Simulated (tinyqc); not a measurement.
Thickness series: competing polymorphs of an oxide film: bulk, surface, grain-boundary, dopant and field terms. Computed by tinyqc, a small Python program. Command: `OMP_NUM_THREADS=1 python tinyqc.py 3029357 3029358 out.jsonl polymorph walk`. One thread of a shared host (Intel(R) Xeon(R) Processor @ 2.30GHz), about 0.01 s of CPU time with the checks.

Phases: monoclinic m (reference), polar orthorhombic o, tetragonal t. Free energies per formula unit (f.u.); 1 J/m^2 x angstrom^3/nm = 6.241509 meV.

Inputs (values chosen for the exercise, for a model oxide):
```
quantity,value,unit
energy of the polar phase o over m,50.5,meV/f.u.
energy of the tetragonal phase t over m,99.2,meV/f.u.
entropy of o over m,0.011,meV/(f.u. K)
entropy of t over m,0.065,meV/(f.u. K)
surface energy of m,3.12,J/m^2
surface energy of o,2.75,J/m^2
surface energy of t,2.48,J/m^2
grain-boundary energy over surface energy,0.49,-
volume per formula unit Omega,35.1,angstrom^3
grain radius R,15,nm
temperature T,500,K
dopant content x,0.91,%
shift of o per % of dopant,-2.6,meV/f.u.
shift of t per % of dopant,-17,meV/f.u.
width sigma of ln R,0.3,-
interlayer thickness (SiO2),1,nm
```

Geometry: columnar grains in a film.

permittivities of m, o, t: [19, 29, 38]

Method:
- Bulk term b = H - T S + (shift) x, zero for m. The undoped bulk turns from m to t at T = H_t/S_t.
- With G = b + gamma Omega A (b the bulk free energy per formula unit, A the area per volume), two phases i, j cross at A_ij = (b_j - b_i)/(Omega (gamma_i - gamma_j)); o has a window only if A_mo < A_ot.
- Area per volume: A = 2/h + f_b/R (two free faces; the side wall 2/R is shared by two grains and carries f_b gamma); G = b + gamma Omega A.
- Grain radii are log-normal by volume with median R and width sigma; the share with A above A* is that with radius below R*, R* = f_b/(A* - 2/h) (all grains if A* <= 2/h), share = (1/2) erfc[-ln(R*/R)/(sqrt 2 sigma)]. Effective permittivity of a layer of thickness h built of such grains, taken in parallel: sum of share x eps; EOT = interlayer + 3.9 h/eps.
- The median radius is held at R.

b (meV/f.u.): m 0.000, o 42.634, t 51.230

A_mo = 0.525966 1/nm

A_ot = 0.145324 1/nm

A_mt = 0.365382 1/nm

Against thickness:
```
h (nm),A at R (1/nm),share m,share o,share t,eps,EOT (nm)
3,0.69933,0.0000,0,1.0000,38.000,1.3079
4,0.53267,0.0000,0,1.0000,38.000,1.4105
6,0.36600,0.4746,0,0.5254,28.982,1.8074
8,0.28267,1.0000,0,0.0000,19.000,2.6421
11,0.21448,1.0000,0,0.0000,19.000,3.2579
15,0.16600,1.0000,0,0.0000,19.000,4.0789
22,0.12358,1.0000,0,0.0000,19.000,5.5158
35,0.08981,1.0000,0,0.0000,19.000,8.1842
```

What follows from these numbers?

From 3 to 35 nm the share of t goes from 1.00 to 0.00 and that of m from 0.00 to 1.00; o stays under 2 %. A at the median radius runs from 0.699 down to 0.090 1/nm, against the crossings A_mo = 0.526, A_ot = 0.145 and A_mt = 0.365; the majority phase is t in the thinnest film and m in the thickest.

Extremes, crossings and ranges named in words are read from the listed rows.
